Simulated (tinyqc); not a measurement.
Abrupt p-n junction, non-linear Poisson equation by Newton steps: starts and damping rules compared.

One dimension, p side on the left, n side on the right; net doping C = -Na for x < 0 and +Nd for x > 0. The potential psi is counted from the intrinsic level, and the quasi-Fermi potentials are flat: 0 for holes and -V for electrons, so n = ni exp((psi + V)/Vt) and p = ni exp(-psi/Vt) (Boltzmann statistics, full ionisation, no current). Under reverse bias this makes the minority densities vanishingly small everywhere; they play no part in the charge.

a_i = eps0 eps_r/h_i for the interval from node i to i + 1, with h_i = x_(i+1) - x_i in cm.

n_i = ni exp((psi_i + V)/Vt), p_i = ni exp(-psi_i/Vt), rho_i = p_i - n_i + C_i, g_i = (n_i + p_i)/Vt. Box widths w_i = (h_(i-1) + h_i)/2 in cm. Residual F_i = a_i (psi_(i+1) - psi_i) - a_(i-1) (psi_i - psi_(i-1)) + q rho_i w_i; Jacobian: a_(i-1) and a_i beside the diagonal, b_i = -a_(i-1) - a_i - q g_i w_i on it. The two end nodes are fixed.

Iterations until the largest undamped |d| is below 1e-9 V (the last, tiny step is counted), with a cap of 100; "overflow" would mean that an exponential left the range of double precision. Starts:
- neutral: psi_p = -Vt ln(Na/ni) on nodes with x < 0 and psi_n = Vt ln(Nd/ni) - V on the others.
- depletion: The parabolas of an abrupt Na-Nd junction in the depletion approximation: psi_p + q Na (x + xp)^2/(2 eps0 eps_r) for -xp < x < 0, psi_n - q Nd (xn - x)^2/(2 eps0 eps_r) for 0 < x < xn, flat outside, with W = sqrt(2 eps0 eps_r (psi_n - psi_p)(1/Na + 1/Nd)/q), xp = W Nd/(Na + Nd), xn = W Na/(Na + Nd), psi_p = -Vt ln(Na/ni), psi_n = Vt ln(Nd/ni) - V.
- linear: A straight line in x from psi_p = -Vt ln(Na/ni) at the first node to psi_n = Vt ln(Nd/ni) - V at the last.

Rules for the step d, which solves the tridiagonal system a_(i-1) d_(i-1) + b_i d_i + a_i d_(i+1) = -F_i:
- full Newton steps: the full step is added.
- logarithmic damping: each component d is damped to sign(d) Vt ln(1 + |d|/Vt) before it is added.
- steps capped at 4 Vt: if the largest |d| exceeds 4 Vt, the whole step is scaled down so that it equals 4 Vt.
- halved steps: half of the step is added while the largest |d| exceeds 1.5 Vt, the full step after that.

Inputs (values chosen for the exercise); band and dielectric values close to those of In0.53Ga0.47As:
- T = 300 K (temperature)
- Eg = 0.726 eV (band gap)
- eps_r = 14.1 (relative permittivity)
- Nc = 2.11e17 cm^-3 (conduction-band density of states at T)
- Nv = 7.56e18 cm^-3 (valence-band density of states at T)
- Na = 3.5e16 cm^-3 (acceptor density of the p side)
- Nd = 9e17 cm^-3 (donor density of the n side)
- V = -1.3 V (bias of the p side against the n side)

Constants: q = 1.602176634e-19 C, kB = 1.380649e-23 J/K, Vt = kB T/q, eps0 = 8.8541878128e-14 F/cm where lengths are in cm. Results are converted to the units shown.

```
node  x (nm)  net doping C (cm^-3)
0       -599               -3.5e16
1       -190               -3.5e16
2      -58.3               -3.5e16
3      -15.9               -3.5e16
4       -2.2               -3.5e16
5        2.2                  9e17
6       7.08                  9e17
7       12.5                  9e17
8       18.5                  9e17
9       25.2                  9e17
10      32.6                  9e17
11      40.8                  9e17
12      49.9                  9e17
```

ni = 1.00756e12 cm^-3

Iterations needed:
```
           full Newton steps  logarithmic damping  steps capped at 4 Vt  halved steps
neutral                    7                   27                    21            11
depletion                 27                    8                     8            13
linear                    22                   21                    19            10
```

What do the numbers show?

The fewest iterations, 7, are needed by full Newton steps from the neutral start. Every pairing converges. Lowest count for the worst start: halved steps, at most 13 iterations.

Program tinyqc, `OMP_NUM_THREADS=1 python tinyqc.py 2000108 2000109 out.jsonl`; Intel Xeon 2.30GHz, shared host, one thread, about 0.03 s.
